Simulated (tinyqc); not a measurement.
Worked calculation: lattice vibrations of a chain. One step of it, computed by the program tinyqc.

Problem. Dynamical matrix at q = 0.15. q is in units of 2 pi/a. A spring k from atom i to atom j, n cells on, adds k to Phi_ii and Phi_jj, -k exp(2 pi i q n) to Phi_ij and the conjugate to Phi_ji (for one atom a cell: 2k (1 - cos 2 pi q n)); D_ij = Phi_ij / sqrt(m_i m_j).

A chain moving along its axis:
```
atom                mass (u)  spring to the next atom (eV/angstrom^2)
1                  15.100000                                11.600000
2                  35.400000                                28.100000
3                  12.000000                                24.600000
4                   2.000000                                29.200000
second neighbours          -                                 1.600000
```

Give: D(q).

Solution.

D(q) (eV/(angstrom^2 u)):
$$\begin{pmatrix}
2.914 & -0.502 & -0.189+0.096i & -3.123+4.299i \\
-0.502 & 1.212 & -1.363 & -0.302+0.154i \\
-0.189-0.096i & -1.363 & 4.658 & -5.021 \\
-3.123-4.299i & -0.302-0.154i & -5.021 & 28.500
\end{pmatrix}$$
